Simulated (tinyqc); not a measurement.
Worked calculation: tight binding, honeycomb lattice. One step of it, computed by the program tinyqc.

Task: Levels at k. Diagonalise the Hermitian matrix.

H(k) at k (eV):
```
,A,B
A,0.000000,-2.533515-1.520771i
B,-2.533515+1.520771i,0.000000
```

Give: eigenvalues; weights |c|^2 of the basis functions.

Result:

eigenvalues (eV): -2.955  2.955

weights |c|^2 of the basis functions:
```
,band 1,band 2
A,0.500,0.500
B,0.500,0.500
```
